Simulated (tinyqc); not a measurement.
Ionisation potential and affinity of a slab from the planar-averaged potential: one step. Running means.

Running mean over n points, periodic: for odd n the plain mean of the n points centred on j; for even n the n + 1 points with half weight at both ends. The macroscopic average applies the mean over n1 points and then over n2 points.

Values chosen for the exercise (out of a larger set: gap near that of Si; not measured data): n1 = 6 (grid points per period of A); n2 = 7 (grid points per period of the vacuum filter).

V(z_j) (eV): -2.25500  -5.18370  -9.23704  -10.87291  -9.99276  -6.72832  -4.50664  -6.74348  -10.07432  -11.16977  -10.07494  -6.74499  -4.51000  -6.74500  -10.07500  -11.17000  -10.07500  -6.74500  -4.51000  -6.74499  -10.07494  -11.16977  -10.07432  -6.74348  -4.50664  -6.72832  -9.99276  -10.87291  -9.23704  -5.18370  -2.25500  -1.56130  -0.83796  -0.29709  -0.08224  -0.01668  -0.00336  -0.00152  -0.00068  -0.00023  -0.00006  -0.00001  0.00000  0.00000  0.00000  0.00000  0.00000  0.00000  0.00000  0.00000  0.00000  0.00000  0.00000  0.00000  -0.00001  -0.00004  -0.00021  -0.00076  -0.00227  -0.00503  -0.01115  -0.05506  -0.26796  -0.92904  -2.33211

Question. Apply the first mean, then the second.

Give: after the mean over n1 points; macroscopic average.

Answer.

after the mean over n1 points (eV): -4.251  -5.890  -7.012  -7.566  -7.884  -8.083  -8.178  -8.209  -8.218  -8.219  -8.220  -8.220  -8.220  -8.220  -8.220  -8.220  -8.220  -8.220  -8.220  -8.220  -8.220  -8.219  -8.218  -8.209  -8.178  -8.083  -7.884  -7.566  -6.948  -5.754  -4.110  -2.466  -1.272  -0.654  -0.336  -0.137  -0.042  -0.011  -0.002  -0.001  0.000  0.000  0.000  0.000  0.000  0.000  0.000  0.000  0.000  0.000  0.000  0.000  0.000  0.000  0.000  0.000  -0.001  -0.002  -0.008  -0.035  -0.134  -0.406  -0.788  -1.406  -2.602

macroscopic average (eV): -4.216  -5.230  -6.184  -6.981  -7.546  -7.879  -8.051  -8.144  -8.192  -8.212  -8.218  -8.219  -8.220  -8.220  -8.220  -8.220  -8.220  -8.220  -8.220  -8.219  -8.218  -8.212  -8.192  -8.144  -8.051  -7.869  -7.517  -6.932  -6.116  -5.143  -4.110  -3.077  -2.104  -1.288  -0.703  -0.351  -0.169  -0.076  -0.028  -0.008  -0.002  -0.001  0.000  0.000  0.000  0.000  0.000  0.000  0.000  0.000  0.000  0.000  0.000  0.000  -0.001  -0.002  -0.007  -0.026  -0.084  -0.196  -0.397  -0.768  -1.375  -2.211  -3.194

Around the middle of vacuum the first mean varies by 0 meV over five points and the second by 0 meV.

Run: tinyqc, `OMP_NUM_THREADS=1 python tinyqc.py 1881086 1881087 out.jsonl`; Intel(R) Xeon(R) Processor @ 2.30GHz, one thread, shared host; about 0.01 s of CPU time with all checks.
